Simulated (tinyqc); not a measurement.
Inside a calculation. Method: RHF in the 6-31g basis, for H3+, spin multiplicity 1. One step of it, computed by the program tinyqc.

Question. Iteration 1: building the Fock matrix. J_ij = sum D_kl (ij|kl), K_ij = sum D_kl (ik|jl); F = H + J - 0.5 K; E = tr D H + tr D J / 2 - 0.25 tr D K + E_nn.

D at the start, order 1H 1s, 1H 2s, 2H 1s, 2H 2s, 3H 1s, 3H 2s:
$$\begin{pmatrix}
0.181321 & 0.196910 & -0.006599 & 0.001281 & -0.006599 & 0.001280 \\
0.196910 & 0.214659 & 0.001281 & 0.011004 & 0.001281 & 0.011003 \\
-0.006599 & 0.001281 & 0.181321 & 0.196910 & -0.006599 & 0.001280 \\
0.001281 & 0.011004 & 0.196910 & 0.214659 & 0.001281 & 0.011003 \\
-0.006599 & 0.001281 & -0.006599 & 0.001281 & 0.181321 & 0.196910 \\
0.001280 & 0.011003 & 0.001280 & 0.011003 & 0.196910 & 0.214658
\end{pmatrix}$$

core Hamiltonian H = T + V (hartree), order 1H 1s, 1H 2s, 2H 1s, 2H 2s, 3H 1s, 3H 2s:
$$\begin{pmatrix}
-0.936905 & -0.929712 & -0.121145 & -0.361874 & -0.121233 & -0.361984 \\
-0.929712 & -1.066025 & -0.361874 & -0.638103 & -0.361992 & -0.638227 \\
-0.121145 & -0.361874 & -0.936905 & -0.929712 & -0.121233 & -0.361984 \\
-0.361874 & -0.638103 & -0.929712 & -1.066025 & -0.361992 & -0.638227 \\
-0.121233 & -0.361992 & -0.121233 & -0.361992 & -0.936956 & -0.929746 \\
-0.361984 & -0.638227 & -0.361984 & -0.638227 & -0.929746 & -1.066069
\end{pmatrix}$$

Two-electron integrals (ij|kl) in chemists' order, unique and non-zero (hartree):
```
(11|11) 1.076566   (21|11) 0.578470   (21|21) 0.329423   (22|11) 0.587396
(22|21) 0.361304   (22|22) 0.453150   (31|11) 0.028094   (31|21) 0.017267
(31|22) 0.021330   (31|31) 0.001753   (32|11) 0.087153   (32|21) 0.056456
(32|22) 0.079152   (32|31) 0.006566   (32|32) 0.033185   (33|11) 0.339516
(33|21) 0.223086   (33|22) 0.329235   (33|31) 0.028094   (33|32) 0.173741
(33|33) 1.076566   (41|11) 0.173741   (41|21) 0.100414   (41|22) 0.112758
(41|31) 0.006566   (41|32) 0.021928   (41|33) 0.087153   (41|41) 0.033185
(42|11) 0.243516   (42|21) 0.153015   (42|22) 0.201548   (42|31) 0.012572
(42|32) 0.053648   (42|33) 0.243516   (42|41) 0.053648   (42|42) 0.111969
(43|11) 0.223086   (43|21) 0.146187   (43|22) 0.213876   (43|31) 0.017267
(43|32) 0.100414   (43|33) 0.578470   (43|41) 0.056456   (43|42) 0.153015
(43|43) 0.329423   (44|11) 0.329235   (44|21) 0.213876   (44|22) 0.307555
(44|31) 0.021330   (44|32) 0.112758   (44|33) 0.587396   (44|41) 0.079152
(44|42) 0.201548   (44|43) 0.361304   (44|44) 0.453150   (51|11) 0.028121
(51|21) 0.017283   (51|22) 0.021350   (51|31) 0.001197   (51|32) 0.004287
(51|33) 0.017237   (51|41) 0.005871   (51|42) 0.010588   (51|43) 0.011267
(51|44) 0.016153   (51|51) 0.001756   (52|11) 0.087194   (52|21) 0.056482
(52|22) 0.079186   (52|31) 0.004285   (52|32) 0.018044   (52|33) 0.077415
(52|41) 0.019530   (52|42) 0.042483   (52|43) 0.050550   (52|44) 0.072833
(52|51) 0.006574   (52|52) 0.033208   (53|11) 0.017237   (53|21) 0.011267
(53|22) 0.016153   (53|31) 0.001197   (53|32) 0.005871   (53|33) 0.028121
(53|41) 0.004287   (53|42) 0.010588   (53|43) 0.017283   (53|44) 0.021350
(53|51) 0.001198   (53|52) 0.005873   (53|53) 0.001756   (54|11) 0.077415
(54|21) 0.050550   (54|22) 0.072833   (54|31) 0.004285   (54|32) 0.019530
(54|33) 0.087194   (54|41) 0.018044   (54|42) 0.042483   (54|43) 0.056482
(54|44) 0.079186   (54|51) 0.005873   (54|52) 0.031906   (54|53) 0.006574
(54|54) 0.033208   (55|11) 0.339566   (55|21) 0.223119   (55|22) 0.329275
(55|31) 0.017225   (55|32) 0.077393   (55|33) 0.339566   (55|41) 0.077393
(55|42) 0.183076   (55|43) 0.223119   (55|44) 0.329275   (55|51) 0.028121
(55|52) 0.173803   (55|53) 0.028121   (55|54) 0.173803   (55|55) 1.076566
(61|11) 0.173803   (61|21) 0.100449   (61|22) 0.112796   (61|31) 0.005868
(61|32) 0.019528   (61|33) 0.077407   (61|41) 0.031895   (61|42) 0.050648
(61|43) 0.050545   (61|44) 0.072828   (61|51) 0.006574   (61|52) 0.021945
(61|53) 0.004288   (61|54) 0.019536   (61|55) 0.087194   (61|61) 0.033208
(62|11) 0.243579   (62|21) 0.153054   (62|22) 0.201596   (62|31) 0.010581
(62|32) 0.042474   (62|33) 0.183094   (62|41) 0.050644   (62|42) 0.100210
(62|43) 0.118083   (62|44) 0.166220   (62|51) 0.012585   (62|52) 0.053679
(62|53) 0.010590   (62|54) 0.050659   (62|55) 0.243579   (62|61) 0.053679
(62|62) 0.112016   (63|11) 0.077407   (63|21) 0.050545   (63|22) 0.072828
(63|31) 0.005868   (63|32) 0.031895   (63|33) 0.173803   (63|41) 0.019528
(63|42) 0.050648   (63|43) 0.100449   (63|44) 0.112796   (63|51) 0.004288
(63|52) 0.019536   (63|53) 0.006574   (63|54) 0.021945   (63|55) 0.087194
(63|61) 0.018047   (63|62) 0.042488   (63|63) 0.033208   (64|11) 0.183094
(64|21) 0.118083   (64|22) 0.166220   (64|31) 0.010581   (64|32) 0.050644
(64|33) 0.243579   (64|41) 0.042474   (64|42) 0.100210   (64|43) 0.153054
(64|44) 0.201596   (64|51) 0.010590   (64|52) 0.050659   (64|53) 0.012585
(64|54) 0.053679   (64|55) 0.243579   (64|61) 0.042488   (64|62) 0.100228
(64|63) 0.053679   (64|64) 0.112016   (65|11) 0.223119   (65|21) 0.146208
(65|22) 0.213901   (65|31) 0.011259   (65|32) 0.050536   (65|33) 0.223119
(65|41) 0.050536   (65|42) 0.118070   (65|43) 0.146208   (65|44) 0.213901
(65|51) 0.017283   (65|52) 0.100449   (65|53) 0.017283   (65|54) 0.100449
(65|55) 0.578470   (65|61) 0.056482   (65|62) 0.153054   (65|63) 0.056482
(65|64) 0.153054   (65|65) 0.329423   (66|11) 0.329275   (66|21) 0.213901
(66|22) 0.307584   (66|31) 0.016140   (66|32) 0.072812   (66|33) 0.329275
(66|41) 0.072812   (66|42) 0.166198   (66|43) 0.213901   (66|44) 0.307584
(66|51) 0.021350   (66|52) 0.112796   (66|53) 0.021350   (66|54) 0.112796
(66|55) 0.587396   (66|61) 0.079186   (66|62) 0.201596   (66|63) 0.079186
(66|64) 0.201596   (66|65) 0.361304   (66|66) 0.453150
```

nuclear repulsion = 1.01905588 hartree

Give: Coulomb J; exchange K; Fock matrix F; total energy of this density.

Answer.

Coulomb J (hartree), order 1H 1s, 1H 2s, 2H 1s, 2H 2s, 3H 1s, 3H 2s:
$$\begin{pmatrix}
1.0048 & 0.6099 & 0.0447 & 0.2032 & 0.0448 & 0.2033 \\
0.6099 & 0.7791 & 0.2032 & 0.4179 & 0.2033 & 0.4180 \\
0.0447 & 0.2032 & 1.0048 & 0.6099 & 0.0448 & 0.2033 \\
0.2032 & 0.4179 & 0.6099 & 0.7791 & 0.2033 & 0.4180 \\
0.0448 & 0.2033 & 0.0448 & 0.2033 & 1.0049 & 0.6099 \\
0.2033 & 0.4180 & 0.2033 & 0.4180 & 0.6099 & 0.7791
\end{pmatrix}$$

exchange K (hartree), order 1H 1s, 1H 2s, 2H 1s, 2H 2s, 3H 1s, 3H 2s:
$$\begin{pmatrix}
0.5192 & 0.4087 & 0.0831 & 0.1887 & 0.0831 & 0.1887 \\
0.4087 & 0.4124 & 0.1887 & 0.2847 & 0.1887 & 0.2848 \\
0.0831 & 0.1887 & 0.5192 & 0.4087 & 0.0831 & 0.1887 \\
0.1887 & 0.2847 & 0.4087 & 0.4124 & 0.1887 & 0.2848 \\
0.0831 & 0.1887 & 0.0831 & 0.1887 & 0.5192 & 0.4087 \\
0.1887 & 0.2848 & 0.1887 & 0.2848 & 0.4087 & 0.4125
\end{pmatrix}$$

Fock matrix F (hartree), order 1H 1s, 1H 2s, 2H 1s, 2H 2s, 3H 1s, 3H 2s:
$$\begin{pmatrix}
-0.1917 & -0.5242 & -0.1179 & -0.2530 & -0.1180 & -0.2531 \\
-0.5242 & -0.4932 & -0.2530 & -0.3626 & -0.2531 & -0.3626 \\
-0.1179 & -0.2530 & -0.1917 & -0.5242 & -0.1180 & -0.2531 \\
-0.2530 & -0.3626 & -0.5242 & -0.4932 & -0.2531 & -0.3626 \\
-0.1180 & -0.2531 & -0.1180 & -0.2531 & -0.1917 & -0.5242 \\
-0.2531 & -0.3626 & -0.2531 & -0.3626 & -0.5242 & -0.4932
\end{pmatrix}$$

total energy of this density = -0.681849 hartree

This density is the starting one; it is not idempotent, so its energy is not variational and may lie below the converged one.
